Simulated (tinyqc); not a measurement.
Which pair of peaks is best: composition and strain of an epitaxial Si(1-x)Ge(x) layer from Raman and X-ray peaks. Computed by tinyqc, a small Python program. Command: `OMP_NUM_THREADS=1 python tinyqc.py 3002891 3002892 out.jsonl epiraman walk`. One thread of a shared host (Intel(R) Xeon(R) Processor @ 2.30GHz), about 0.01 s of CPU time with the checks.

A (001) layer, biaxially strained in the plane. The Raman peaks follow empirical lines omega = w0 + c1 x + c3 x^3 + b eps (c3 for Si-Ge alone), with eps the in-plane strain.

Inputs (values chosen for the exercise, modelled on silicon-germanium):
```
quantity                     value  unit
Ge fraction x                  0.4     -
Si-Si: c1                    -68.9  1/cm
Si-Si: strain coefficient b   -737  1/cm
Si-Ge: c1                     24.3  1/cm
Si-Ge: c3                    -34.1  1/cm
Si-Ge: strain coefficient b   -595  1/cm
Ge-Ge: c1                     18.7  1/cm
Ge-Ge: strain coefficient b   -434  1/cm
uncertainty of a Raman peak    0.2  1/cm
```

Substrate: silicon.

Method. For each pair invert J = [d omega/dx, d omega/d eps] at the true x. Independent errors of the given size in both peaks give sigma_x and sigma_eps = uncertainty x (norm of the rows of the inverse of J).

Error propagation:
```
pair                det J    sigma_x  sigma_eps (per mille)
Si-Si and Si-Ge    46.841  0.0040443                0.29613
Si-Si and Ge-Ge   43.6845  0.0039158                0.32686
Si-Ge and Ge-Ge  7.684012   0.019169                0.52870
```

What does the comparison show, and why?

The pair Si-Si and Ge-Ge fixes x best (sigma_x = 0.0039) and Si-Ge and Ge-Ge worst (0.019), a factor 4.9. Strain moves all peaks the same way, so a good pair needs different ratios of composition slope to strain coefficient, best of opposite sign; the slopes here are -68.9, 7.9 and 18.7 per cm for Si-Si, Si-Ge and Ge-Ge. Errors in the coefficients themselves are not counted.

Extremes, crossings and ranges named in words are read from the listed rows.
